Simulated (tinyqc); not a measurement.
Ellipsometry and reflectance of a transparent film on an absorbing substrate: one step of the calculation.

Air (index 1), film, substrate with N2 = n2 - i k2; time factor exp(+i w t). q_j = sqrt(N_j^2 - sin^2 th), root with positive real part. Fresnel coefficients r_s = (q_a - q_b)/(q_a + q_b), r_p = (N_b^2 q_a - N_a^2 q_b)/(N_b^2 q_a + N_a^2 q_b). tan(Psi) exp(i Delta) = R_p/R_s, Delta taken from 0 to 360 degrees.

Problem. Psi, Delta and reflectances. beta = 2 pi d q1/lam, X = exp(-2 i beta), R = (r01 + r12 X)/(1 + r01 r12 X) for p and s.

Values chosen for this exercise: wavelength lam = 405 nm; film thickness d = 340 nm.

q1 = 1.8262922
r01,p = -0.24618031
r01,s = -0.75174558
r12,p = 0.40517275-0.02452172i
r12,s = -0.49096232+0.02376966i

Find: beta; X; R_p; R_s; Psi; Delta; |R_p|^2; |R_s|^2.

Solution.

beta = 9.633 rad
X = 0.9143-0.4050i
R_p = 0.1149-0.2105i
R_s = -0.9020+0.0534i
Psi = 14.86 degrees
Delta = 122.0 degrees
|R_p|^2 = 0.05750
|R_s|^2 = 0.8165

The bare substrate gives Psi = 11.14 and Delta = 171.20 degrees.

tinyqc, about 0.01 s, one thread, Intel Xeon 2.30GHz (shared host): `OMP_NUM_THREADS=1 python tinyqc.py 2870108 2870109 out.jsonl`
